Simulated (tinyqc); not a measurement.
Worked calculation: charge neutrality of a doped semiconductor with incomplete ionisation. Computed by tinyqc, a small Python program that keeps every step. Command: `OMP_NUM_THREADS=1 python tinyqc.py 3010809 3010810 out.jsonl dopant walk`. One thread of a shared host (Intel(R) Xeon(R) Processor @ 2.30GHz), about 0.04 s of CPU time with the checks. Intermediate numbers are printed to about 6 digits and carried at full precision; extremes and crossings named in words are read from the listed rows.

Energies are counted from the top of the valence band; E_D is measured down from the conduction band and E_A up from the valence band.

Inputs (values chosen for the exercise, modelled on 4H-SiC):
```
quantity                    value   unit
gap at 0 K E_g0              3.32     eV
Varshni alpha            0.000328   eV/K
Varshni beta                  726      K
electron mass m_e           0.376    m_0
valleys M_c                     3      -
hole mass m_h                1.96    m_0
donor density N_D         4.6e+16  cm^-3
acceptor density N_A      1.4e+18  cm^-3
donor depth E_D             0.058     eV
acceptor depth E_A          0.202     eV
donor degeneracy g_D            2      -
acceptor degeneracy g_A         4      -
temperature T                 450      K
iteration cap                  60      -
```

Doping: p-type, compensated. Statistics of the bands: Fermi-Dirac. Solver: bisection. Start of Newton steps: 0.25 eV inside the majority band.

ratios u of density to N: 0.0076  0.026  0.091  0.31  1.1  3.7  13

Constants: m_0 = 9.1093837015e-31 kg; k_B = 1.380649e-23 J/K; h = 6.62607015e-34 J s; k_B = 8.617333262e-05 eV/K.

## Gap and effective densities of states

E_g = E_g0 - alpha T^2/(T + beta). N_c = 2 M_c (2 pi m_e k_B T/h^2)^(3/2) and N_v = 2 (2 pi m_h k_B T/h^2)^(3/2), masses in units of m_0. n_i = sqrt(N_c N_v) exp(-E_g/(2 k_B T)); E_i = E_g/2 + (k_B T/2) ln(N_v/N_c).

gap E_g = 3.26352 eV

N_c = 3.18869e+19 cm^-3

N_v = 1.26501e+20 cm^-3

k_B T = 0.0387780 eV

intrinsic density n_i = 33.7243 cm^-3

intrinsic level E_i = 1.65848 eV

## Charges at trial Fermi levels

n = N_c F_1/2((E_F - E_g)/k_B T), p = N_v F_1/2(-E_F/k_B T). F_1/2(eta) = (2/sqrt(pi)) int_0^infinity sqrt(x)/(1 + exp(x - eta)) dx, by the trapezoid rule in t = sqrt(x) with step 0.02 up to t = 12 (for eta < -12 by exp(eta) - exp(2 eta)/2^(3/2)). N_D+ = N_D/(1 + g_D exp((E_F - E_g + E_D)/k_B T)). N_A- = N_A/(1 + g_A exp((E_A - E_F)/k_B T)). Neutrality: p + N_D+ = n + N_A-; the log ratio is ln[(p + N_D+)/(n + N_A-)]. The last column is ln[(p + N_D+)/(n + N_A-)], which vanishes at neutrality; trial levels are the majority level plus multiples of k_B T, rounded to 0.1 meV.

Densities (cm^-3):
```
E_F (eV)            n            p      N_D+         N_A-  log ratio
0.0857    8.19577e-17  1.33688e+19  4.60e+16  1.72262e+16    6.65768
0.1632    6.04716e-16  1.87095e+18  4.60e+16  1.17852e+17    2.78906
0.2408    4.47335e-15  2.54064e+17  4.60e+16  5.66645e+17   -0.63574
0.3183    3.30062e-14  3.44547e+16  4.60e+16  1.16733e+18   -2.67478
0.4347    6.64076e-13  1.71264e+15  4.60e+16  1.38627e+18   -3.36917
```

The log ratio changes sign between 0.1632 and 0.2408 eV.

## Solving for the Fermi level

Bisection of the log ratio between E = -0.3 and E_g + 0.3 eV; stop when |log ratio| < 1e-9.

Course of the iteration:
```
step  E_F (eV)     log ratio
1      1.63176  -3.41559e+00
2      0.66588  -3.41546e+00
3      0.18294   1.84312e+00
4      0.42441  -3.35535e+00
5      0.30368  -2.42228e+00
6      0.24331  -7.28161e-01
7      0.21312   4.78273e-01
8      0.22822  -1.49316e-01
9      0.22067   1.58957e-01
...        ...           ...
28     0.22453   7.67703e-08
29     0.22453  -2.17147e-07
30     0.22453  -7.01885e-08
31     0.22453   3.29093e-09
32     0.22453  -3.34488e-08
33     0.22453  -1.50789e-08
34     0.22453  -5.89395e-09
35     0.22453  -1.30154e-09
36     0.22453   9.94665e-10
```

Fermi level E_F (last iterate) = 0.224525 eV

converged (1 yes, 0 no) = 1

steps = 36

Converged in 36 steps.

## Densities at the solution

The formulas are those given above.

majority density p = 3.86414e+17 cm^-3

minority density n = 2.94011e-15 cm^-3

ionised share of the acceptors = 0.308867

distance of E_F from the majority band edge = 0.224525 eV

p is 28.5 % of the net doping; n p / n_i^2 = 0.9989.

## The closed form for the extrinsic range

With Boltzmann statistics, no electrons and every donor ionised, p (p + N_D) = p1 (N_A - N_D - p) with p1 = (N_v/g_A) exp(-E_A/k_B T). Take the positive root.

p1 = 1.72875e+17 cm^-3

p from the quadratic = 3.86596e+17 cm^-3

Against the full solution, 3.8641e17 cm^-3, the quadratic is off by 0.047 %.

## Carrier density against temperature

Neutrality is solved by bisection at each T. The last column is -k_B d ln(p T^-3/2)/d(1/T) from this row and the one above; it turns negative as ionisation nears completion, when the density grows more slowly than that power of T.

Against temperature:
```
T (K)    p (cm^-3)  E_F from the band edge (eV)  ionised share  activation energy (eV)
84     5.70200e+07                     0.187553       0.032857                       -
110    6.25602e+10                     0.183081       0.032857                0.202000
150    2.92432e+13                     0.176210       0.032878                0.201977
210    3.87468e+15                     0.167397       0.035625                0.198240
300    7.41097e+16                     0.176669       0.085793                0.145741
330    1.20734e+17                     0.184519       0.119096                0.098130
520    5.62489e+17                     0.252337       0.434635                0.066674
600    7.47391e+17                     0.287556       0.566708                0.023379
780    1.03850e+18                     0.378171       0.774641               -0.014475
```

Between the two coldest rows the activation energy is 0.202 eV, 1.00 of the dopant depth: with compensation E_F is pinned at the level and the full depth shows. No row comes within 10 % of the net doping.

## Reduced Fermi level from a carrier density

For u = density/N of the majority band, eta solves F_1/2(eta) = u (bisection). Boltzmann: ln u. Joyce-Dixon: ln u + u/sqrt(8) - 4.95009e-3 u^2 + 1.48386e-4 u^3 - 4.42563e-6 u^4. Degenerate limit: (3 sqrt(pi) u/4)^(2/3). The last column is (eta - ln u) k_B T.

Eta by four rules:
```
u       density (cm^-3)     exact  Boltzmann  Joyce-Dixon  degenerate  Boltzmann error (meV)
0.0076      9.61405e+17  -4.87692   -4.87961     -4.87692     0.04673            1.04186e-01
0.026       3.28902e+18  -3.64047   -3.64966     -3.64047     0.10611            3.56333e-01
0.091       1.15116e+19  -2.36476   -2.39690     -2.36476     0.24460            1.24603e+00
0.31        3.92152e+19  -1.06205   -1.17118     -1.06205     0.55377            4.23185e+00
1.1         1.39151e+20   0.47842    0.09531      0.47842     1.28831            1.48563e+01
3.7         4.68053e+20   2.55547    1.30833      2.55540     2.89218            4.83614e+01
13          1.64451e+21   6.55618    2.56495      6.52418     6.68426            1.54772e+02
```

Boltzmann statistics place E_F within 1 meV of the exact value up to u = 0.0260 of those listed and miss by 155 meV at u = 13. Joyce-Dixon stays within 0.01 in eta up to u = 3.70; the degenerate limit is still 2.0 % high at the last u. A parabolic band is assumed throughout.

Checks made by the program: neutrality at the solution (relative difference 1e-09).
